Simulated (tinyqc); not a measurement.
From results back to parameters: Landau levels of a parabolic two-dimensional band.

Problem. Two successive minima of rho_xx occur at the fields below; each unresolved level holds 4 n_B electrons, n_B = B/(h/e), so minima lie at n/n_B = 4 (j + phi) with integer j and phi = 0 or 1/2; 1/angstrom^2 = 1e16/cm^2.

Constants: h/e = 413566.7697 T angstrom^2.

higher field = 0.96499 T
lower field = 0.72374 T

Find: period in 1/B; n; j + phi at the higher field.

Solution. The period is 4/(n h/e), and j + phi = 1/(B x period). An integer means phi = 0.

period in 1/B = 0.3454 1/T
n = 2.80 x 1e11/cm^2
j + phi at the higher field = 3

(tinyqc, `OMP_NUM_THREADS=1 python tinyqc.py 1280279 1280280 out.jsonl`, Intel(R) Xeon(R) Processor @ 2.30GHz, 1 thread, shared host, about 0.02 s.)
